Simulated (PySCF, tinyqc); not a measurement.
Inside a calculation. Method: FCI on RHF in the sto-3g basis, for H4, spin multiplicity 1. The lowest restricted solution is unstable here: a spin-polarised one lies 0.0046 hartree lower (PySCF). One step of it, computed by the program tinyqc.

Question. FCI: roots. Diagonalise (each vector has its largest component positive (the first on a tie)); all determinants have Ms = 0, so triplets appear too. The lowest singlet root is the correlation energy.

Occupation strings over the orbitals (2 doubly, a alpha, b beta, 0 empty; spin orbitals ordered 1a 1b 2a 2b ...): 2200 2a0b a2b0 2b0a b2a0 aabb 2020 abab 2002 abba baab 0220 baba 0202 bbaa a0b2 0a2b b0a2 0b2a 0022

H - E(HF) between determinants (hartree):
```
           2200       2a0b       a2b0       2b0a       b2a0       aabb       2020       abab
2200   0.000000   0.000000   0.000000   0.000000   0.000000   0.034904   0.125260   0.071730
2a0b   0.000000   0.640447   0.061196  -0.111705   0.106634  -0.038836  -0.085810   0.083193
a2b0   0.000000   0.061196   0.471766   0.106634  -0.110747  -0.050228  -0.083193   0.085810
2b0a   0.000000  -0.111705   0.106634   0.640447   0.061196   0.000000   0.085810  -0.031346
b2a0   0.000000   0.106634  -0.110747   0.061196   0.471766   0.000000   0.083193  -0.033036
aabb   0.034904  -0.038836  -0.050228   0.000000   0.000000   0.953977  -0.071730  -0.125260
2020   0.125260  -0.085810  -0.083193   0.085810   0.083193  -0.071730   0.676514  -0.096101
abab   0.071730   0.083193   0.085810  -0.031346  -0.033036  -0.125260  -0.096101   1.082046
2002   0.111705   0.072206   0.000000  -0.072206   0.000000   0.106634   0.179225  -0.167831
abba  -0.106634   0.000000  -0.068618   0.075702   0.000000  -0.111705   0.167831  -0.179225
baab  -0.106634  -0.075702   0.000000   0.000000   0.068618  -0.110747   0.167831  -0.171296
0220   0.110747   0.000000   0.062634   0.000000  -0.062634   0.106634   0.171296  -0.167831
baba   0.071730   0.031346   0.033036  -0.083193  -0.085810  -0.097987  -0.096101   0.000000
0202   0.097987  -0.033036  -0.031346   0.033036   0.031346  -0.071730   0.000000  -0.096101
bbaa   0.034904   0.000000   0.000000   0.038836   0.050228   0.000000  -0.071730  -0.097987
a0b2   0.000000  -0.106634   0.111705   0.034904   0.000000  -0.003589   0.031346  -0.085810
0a2b   0.000000   0.110747  -0.106634   0.000000   0.034904   0.013068   0.033036  -0.083193
b0a2   0.000000   0.034904   0.000000  -0.106634   0.111705   0.000000  -0.031346   0.033036
0b2a   0.000000   0.000000   0.034904   0.110747  -0.106634   0.000000  -0.033036   0.031346
0022   0.000000   0.000000   0.000000   0.000000   0.000000   0.034904   0.097987   0.071730

           2002       abba       baab       0220       baba       0202       bbaa       a0b2
2200   0.111705  -0.106634  -0.106634   0.110747   0.071730   0.097987   0.034904   0.000000
2a0b   0.072206   0.000000  -0.075702   0.000000   0.031346  -0.033036   0.000000  -0.106634
a2b0   0.000000  -0.068618   0.000000   0.062634   0.033036  -0.031346   0.000000   0.111705
2b0a  -0.072206   0.075702   0.000000   0.000000  -0.083193   0.033036   0.038836   0.034904
b2a0   0.000000   0.000000   0.068618  -0.062634  -0.085810   0.031346   0.050228   0.000000
aabb   0.106634  -0.111705  -0.110747   0.106634  -0.097987  -0.071730   0.000000  -0.003589
2020   0.179225   0.167831   0.167831   0.171296  -0.096101   0.000000  -0.071730   0.031346
abab  -0.167831  -0.179225  -0.171296  -0.167831   0.000000  -0.096101  -0.097987  -0.085810
2002   1.348772   0.061196   0.061196   0.000000  -0.167831   0.171296   0.106634  -0.036866
abba   0.061196   1.081251   0.000000   0.061196  -0.171296   0.167831  -0.110747   0.122434
baab   0.061196   0.000000   1.081251   0.061196  -0.179225   0.167831  -0.111705   0.000000
0220   0.000000   0.061196   0.061196   0.994533  -0.167831   0.179225   0.106634   0.000000
baba  -0.167831  -0.171296  -0.179225  -0.167831   1.082046  -0.096101  -0.125260  -0.033036
0202   0.171296   0.167831   0.167831   0.179225  -0.096101   1.515690  -0.071730   0.083193
bbaa   0.106634  -0.110747  -0.111705   0.106634  -0.125260  -0.071730   0.953977   0.000000
a0b2  -0.036866   0.122434   0.000000   0.000000  -0.033036   0.083193   0.000000   1.631341
0a2b   0.000000   0.000000   0.101471  -0.018389  -0.031346   0.085810   0.000000   0.061196
b0a2   0.036866   0.000000  -0.122434   0.000000   0.085810  -0.083193   0.003589  -0.110747
0b2a   0.000000  -0.101471   0.000000   0.018389   0.083193  -0.085810  -0.013068   0.106634
0022   0.110747  -0.106634  -0.106634   0.111705   0.071730   0.125260   0.034904   0.025768

           0a2b       b0a2       0b2a       0022
2200   0.000000   0.000000   0.000000   0.000000
2a0b   0.110747   0.034904   0.000000   0.000000
a2b0  -0.106634   0.000000   0.034904   0.000000
2b0a   0.000000  -0.106634   0.110747   0.000000
b2a0   0.034904   0.111705  -0.106634   0.000000
aabb   0.013068   0.000000   0.000000   0.034904
2020   0.033036  -0.031346  -0.033036   0.097987
abab  -0.083193   0.033036   0.031346   0.071730
2002   0.000000   0.036866   0.000000   0.110747
abba   0.000000   0.000000  -0.101471  -0.106634
baab   0.101471  -0.122434   0.000000  -0.106634
0220  -0.018389   0.000000   0.018389   0.111705
baba  -0.031346   0.085810   0.083193   0.071730
0202   0.085810  -0.083193  -0.085810   0.125260
bbaa   0.000000   0.003589  -0.013068   0.034904
a0b2   0.061196  -0.110747   0.106634   0.025768
0a2b   1.445783   0.106634  -0.111705   0.053817
b0a2   0.106634   1.631341   0.061196  -0.025768
0b2a  -0.111705   0.061196   1.445783  -0.053817
0022   0.053817  -0.025768  -0.053817   1.964911
```

Give: lowest roots of this matrix, relative to E(HF); lowest vectors; <S^2> of these roots; weight of the ground state by excitation level 0, 1, 2, ....

Answer.

lowest roots of this matrix, relative to E(HF) (hartree): -0.0910  0.2076  0.3057  0.5083  0.6040  0.6105  0.7266  0.8591

lowest vectors:
```
       root 1   root 2   root 3  root 4
2200   0.9501   0.0000   0.0727  0.0000
2a0b   0.0020  -0.3745   0.2233  0.0000
a2b0   0.0038   0.5758   0.3806  0.0000
2b0a  -0.0020  -0.3745  -0.2233  0.0000
b2a0  -0.0038   0.5758  -0.3806  0.0000
aabb  -0.0293   0.0169   0.1582  0.4082
2020  -0.1955   0.0000   0.5706  0.0000
abab  -0.0803  -0.0110  -0.1179  0.4082
2002  -0.0676   0.0000  -0.2261  0.0000
abba   0.1096   0.1015  -0.0403  0.4082
baab   0.1096  -0.1015  -0.0403  0.4082
0220  -0.0896   0.0000  -0.3562  0.0000
baba  -0.0803   0.0110  -0.1179  0.4082
0202  -0.0773   0.0000   0.1302  0.0000
bbaa  -0.0293  -0.0169   0.1582  0.4082
a0b2  -0.0079  -0.0915  -0.0398  0.0000
0a2b  -0.0065   0.0956  -0.0164  0.0000
b0a2   0.0079  -0.0915   0.0398  0.0000
0b2a   0.0065   0.0956   0.0164  0.0000
0022   0.0410   0.0000  -0.0038  0.0000
```

<S^2> of these roots: 0.0000  2.0000  0.0000  6.0000  2.0000  0.0000  0.0000  0.0000

weight of the ground state by excitation level 0, 1, 2, ...: 0.9026  0.0000  0.0954  0.0002  0.0017
